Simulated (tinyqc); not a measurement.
What each parameter does: Weaire-Thorpe hybrids on a Bethe lattice: gap and dangling bond of an amorphous tetrahedral solid.

Four sp3 hybrids an atom at energy 0, coupled by -V1 on the atom and by -V2 along a bond; the bonds form a tree (no rings). For any network the gap runs at least from -V2 + V1 to V2 - 3 V1, and p-like states pile up at -V2 + V1 and V2 + V1. On the tree the gap is wider: it ends at Ec = -V1 + sqrt(V2^2 + 4 V1^2 - 2 sqrt3 V1 V2), which makes it well wider than the gaps of the real glasses. A branch seen from a hybrid has the self-energy S = V2^2 g, where g is the Green function of the hybrid across the bond, whose three partners carry S themselves. With a = z - V1, b = a - S: g = 1/(a + V1 b/(b + 3 V1)), z = E + i eta. A full atom has G = (1/b)(b + 3 V1)/(b + 4 V1) per hybrid; a dangling hybrid with shift dh has G = 1/(1/g - dh).

Values chosen for the exercise (out of a larger set: of the size of tabulated hybrid energies for tetrahedral carbon; not measured data): V1 = 2.01 eV (coupling of two hybrids on one atom); V2 = 10.48 eV (coupling of the two hybrids of a bond); dh = -1.03 eV (shift of the dangling hybrid (rehybridisation)).

Ev = -V2 + V1, conduction edge of the tree -V1 + sqrt(V2^2 + 4 V1^2 - 2 sqrt3 V1 V2), and the level that solves 1/g(E) = dh for eta = 0.

Results for these values:
```
case,Ev (eV),Ec (eV),level (eV),weight
base,-8.4700,5.2715,-0.9195,0.895
```

What happens to each result for V1 = 1.93 eV, all else kept?

Answer: Ev falls from -8.4700 to -8.5500; Ec rises from 5.2715 to 5.4635; level falls from -0.9195 to -0.9280; weight rises from 0.895 to 0.903.

The same for each parameter in turn:
```
case,Ev (eV),Ec (eV),level (eV),weight
base,-8.4700,5.2715,-0.9195,0.895
V1 = 1.93 eV,-8.5500,5.4635,-0.9280,0.903
V2 = 10.63 eV,-8.6200,5.4158,-0.9226,0.898
dh = -1.13 eV,-8.4700,5.2715,-1.0090,0.895
```

Run: tinyqc, `OMP_NUM_THREADS=1 python tinyqc.py 1452114 1452115 out.jsonl`; Intel(R) Xeon(R) Processor @ 2.30GHz, one thread, shared host; about 0.02 s of CPU time with all checks.
